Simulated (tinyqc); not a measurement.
Changing the mobility mu2: Hall effect and magnetoresistance of several carrier groups with constant relaxation times. Computed by tinyqc, a small Python program. Command: `OMP_NUM_THREADS=1 python tinyqc.py 3010975 3010976 out.jsonl hall2 sweep`. One thread of a shared host (Intel(R) Xeon(R) Processor @ 2.30GHz), about 0.01 s of CPU time with the checks.

Group 1 has charge -e and group 2 charge +e; s_i is that sign. B lies along z; mu B is formed with mu in m^2/(V s).

Inputs (values chosen for the exercise, for a model conductor):
```
quantity            value        unit
density n1        4.2e+15      1/cm^3
mobility mu1         9500  cm^2/(V s)
density n2        4.2e+15      1/cm^3
magnetic field B      0.1           T
```

Carriers: compensated semimetal. Densities: per volume.

Constants: e = 1.602176634e-19 C.

Method:
- sigma_xx = sum n_i e mu_i/(1 + mu_i^2 B^2); sigma_xy = sum s_i n_i e mu_i^2 B/(1 + mu_i^2 B^2).
- rho_xx = sigma_xx/(sigma_xx^2 + sigma_xy^2); Hall coefficient R_H = sigma_xy/(B (sigma_xx^2 + sigma_xy^2)), with B in V s/cm^2 (1 T = 1e-4 V s/cm^2); magnetoresistance MR = rho_xx(B)/rho_xx(0) - 1. Apparent density 1/(e |R_H|); Hall mobility |R_H|/rho_xx.
- Weak field: R_H(0) = sum s_i n_i mu_i^2/(e (sum n_i mu_i)^2); MR = c B^2 with c = n1 n2 mu1 mu2 (s1 mu1 - s2 mu2)^2/(n1 mu1 + n2 mu2)^2. With n1 = n2 and opposite charges R_H stays at R_H(0) and MR = mu1 mu2 B^2 at every field.

One run for each value; columns: (1) mobility mu2 (cm^2/(V s)); (2) magnetoresistance MR (%); (3) Hall coefficient R_H (cm^3/C); (4) Hall mobility (cm^2/(V s)); (5) coefficient c (1/T^2):
```
(1)       (2)      (3)     (4)       (5)
95    0.00903  -1456.6  9404.2  0.009025
180   0.01710  -1430.8  9318.4  0.017100
350   0.03325  -1380.5  9147.0  0.033250
670   0.06365  -1290.3  8824.4  0.063650
1300  0.12350  -1128.3  8189.9  0.123500
2500  0.23750   -866.9  6983.4  0.237500
9000  0.85500    -40.2   495.8  0.855000
```

Give the missing row, mobility mu2 (cm^2/(V s)) = 4700.

Computed row; columns: (1) mobility mu2 (cm^2/(V s)); (2) magnetoresistance MR (%); (3) Hall coefficient R_H (cm^3/C); (4) Hall mobility (cm^2/(V s)); (5) coefficient c (1/T^2):
```
(1)       (2)     (3)     (4)       (5)
4700  0.44650  -502.3  4778.7  0.446500
```

Interpolating between the two neighbouring rows (the first column on a logarithmic scale, the others too where they are positive) misses most in Hall mobility (cm^2/(V s)), by 60 %. Over the rows, magnetoresistance MR (%) rises from 0.00903 to 0.855 (exponent d ln y / d ln x about 1.00 throughout); Hall coefficient R_H (cm^3/C) rises from -1460 to -40.2 (exponent d ln y / d ln x -0.028 between the first rows and -3.9 between the last); Hall mobility (cm^2/(V s)) falls from 9400 to 496 (exponent d ln y / d ln x -0.014 between the first rows and -3.5 between the last). For opposite charges the drift angles add, so equal mobilities do not cancel MR.
